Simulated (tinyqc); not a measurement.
Time-dependent dielectric breakdown: cell percolation, Weibull statistics, area scaling and voltage extrapolation: one step, computed by the program tinyqc. Command: `OMP_NUM_THREADS=1 python tinyqc.py 3009707 3009708 out.jsonl tddb walk`. One thread of a shared host (Intel(R) Xeon(R) Processor @ 2.30GHz), about 0.01 s of CPU time with the checks.

The oxide is divided into columns of area a^2, each holding m = t_ox/a cells (m is taken as continuous). A share lambda(t) = (t/t_1)^alpha of the cells is defective, and a column whose cells are all defective breaks down.

Problem. Weibull parameters from the cell model. Failure fraction F = 1 - (1 - lambda^m)^N with N = A/a^2 columns, which for small lambda^m is 1 - exp(-(t/t63)^beta) with beta = alpha m and t63 = t_1 N^(-1/beta); critical share lambda(t63) = N^(-1/m). 1 um^2 = 1e6 nm^2.

Inputs (values chosen for the exercise, for a model gate oxide):
```
quantity                                              value  unit
oxide thickness t_ox                                    2.7    nm
defect cell size a                                     0.92    nm
exponent alpha of defect growth                        0.38     -
time t_1 at which the occupied share would reach 1  8.7e+08     s
test area A                                              10  um^2
```

Give: cells per column m; columns N; Weibull slope beta; characteristic life t63; critical share of defective cells.

Solution.

cells per column m = 2.9348

columns N = 1.1815e+07

Weibull slope beta = 1.1152

characteristic life t63 = 396.07 s

critical share of defective cells = 0.0038917

Times between F = 10 % and 90 % span a factor 15.9: the smaller beta = alpha m, the wider the scatter. Caution: t_1 is an input here; in a real oxide it changes with thickness at fixed voltage.
